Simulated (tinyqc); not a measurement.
Inside a calculation: Slater-Koster d bands of a bcc metal. Values are carried at full precision from step to step, so a last printed digit may differ when a step is redone from the rounded ones.

Slater-Koster d bands. For a bond with direction cosines (l, m, n) the 5 x 5 block is dds Ps + ddp Pp + ddd (1 - Ps - Pp), the projectors on sigma, pi and delta states about the bond; for instance <xy|xy> = 3 l^2 m^2 dds + (l^2 + m^2 - 4 l^2 m^2) ddp + (n^2 + l^2 m^2) ddd, <xy|yz> = 3 l m^2 n dds + l n (1 - 4 m^2) ddp + l n (m^2 - 1) ddd and <3z2-r2|3z2-r2> = (n^2 - (l^2 + m^2)/2)^2 dds + 3 n^2 (l^2 + m^2) ddp + (3/4)(l^2 + m^2)^2 ddd. H(k) sums the blocks times cos(k.R) over the neighbours; the d level is the zero of energy; k in 2 pi/a.

Values chosen for the exercise (of the size met in Mo; shifted at random, so the results belong to these values and not to a real crystal):
```
symbol  value           unit    meaning
dds     -1.399          eV      dd sigma
ddp     0.727           eV      dd pi
ddd     -0.07           eV      dd delta
f2      0.487                   factor on all three integrals for second neighbours
Es      6.5             eV      s level
sss     -1.07           eV      ss sigma
sds     -0.78           eV      sd sigma
k       (0.65, 0.2, 0)  2 pi/a  wave vector
Nd      5                       d electrons per atom
```

## The block of one bond

Direction (1,1,1)/sqrt3; its eigenvalues must be dds once, ddp twice and ddd twice.

block (eV):
```
             xy       yz       zx    x2-y2   3z2-r2
xy      -0.3359  -0.5316  -0.5316        0  -0.3068
yz      -0.5316  -0.3359  -0.5316  -0.2657   0.1534
zx      -0.5316  -0.5316  -0.3359   0.2657   0.1534
x2-y2         0  -0.2657   0.2657   0.4613        0
3z2-r2  -0.3068   0.1534   0.1534        0   0.4613
```

## Levels at Gamma

Neighbours: eight at (a/2)(1,1,1) and equivalents, and six at a(1,0,0) and equivalents with the integrals times f2.

Summing the blocks at k = 0 gives E(t2g) = (8/3) dds + (16/9) ddp + (32/9) ddd + f2 (4 ddp + 2 ddd), E(eg) = (16/3) ddp + (8/3) ddd + f2 (3 dds + 3 ddd).

levels (eV): t2g (threefold) -1.3391, eg (twofold) 1.5445

The t2g level lies lower, by 2.8836 eV.

## The Hamiltonian at one k

An s orbital at Es couples to nearest neighbours alone: <s|s> = sss, <s|xy> = sqrt3 l m sds (cyclic), <s|x2-y2> = (sqrt3/2)(l^2 - m^2) sds, <s|3z2-r2> = (n^2 - (l^2 + m^2)/2) sds.

Sum over the neighbours.

H(k) (eV):
```
             s      xy      yz      zx    x2-y2   3z2-r2
s       9.6440  1.8868       0       0        0        0
xy      1.8868  0.7214       0       0        0   1.2853
yz           0       0  1.9539  2.2271        0        0
zx           0       0  2.2271  1.2578        0        0
x2-y2        0       0       0       0  -1.1341  -0.5027
3z2-r2       0  1.2853       0       0  -0.5027  -2.6089
```

## Levels and character

Diagonalise H; t2g is xy, yz, zx and eg the other two.

levels (eV): -3.1870  -1.0413  -0.6483  0.8188  3.8600  10.0318

weights:
```
     band 1  band 2  band 3  band 4  band 5  band 6
s     0.002   0.001   0.000   0.038   0.000   0.959
t2g   0.105   0.026   1.000   0.828   1.000   0.041
eg    0.892   0.973   0.000   0.134   0.000   0.000
```

## Levels at points of symmetry

Coordinates: G (0, 0, 0), H (1, 0, 0), N (0.5, 0.5, 0), P (0.5, 0.5, 0.5); the others lie half way.

Levels (eV):
```
k        band 1  band 2  band 3  band 4  band 5  band 6
G        -2.060  -1.339  -1.339  -1.339   1.544   1.544
G-H 0.5  -2.010  -0.068  -0.068   0.579   1.484   6.500
H        -5.837  -5.837   4.035   4.035   4.035  15.060
N        -4.303  -4.184   0.758   2.010   4.321   7.981
P        -1.348  -1.348  -1.348   2.146   2.146   6.500
P-G 0.5  -2.733  -2.733   0.448   1.585   1.585   5.082
G-N 0.5  -2.762  -2.580   0.815   1.491   1.777   3.056
```

On these points the bands run from -5.837 (H) to 15.060 eV (H).

## Second moment and the rectangular band

mu2 = z (dds^2 + 2 ddp^2 + 2 ddd^2)/5 per orbital, with z = 8 + 6 f2^2. A rectangular band with the same mu2 has width W = sqrt(12 mu2), Fermi level W (Nd/10 - 1/2) and bond energy -W Nd (10 - Nd)/20 (Friedel).

mu2 = 5.6992 eV^2
W = 8.2698 eV
Fermi level = 0.0000 eV
bond energy per atom = -10.3373 eV

The bond energy is the attractive part alone; the repulsion between atoms, left out, cancels a large share of it in the cohesive energy.

## Checks

- Levels at Gamma from the formulas against H(0): they agree to 1e-10 or better.
- Second moment from the formula against the mean square level on the mesh: both 5.69915.

Program tinyqc; command `OMP_NUM_THREADS=1 python tinyqc.py 1482237 1482238 out.jsonl`; about 0.03 s on one thread of a shared Intel(R) Xeon(R) Processor @ 2.30GHz.
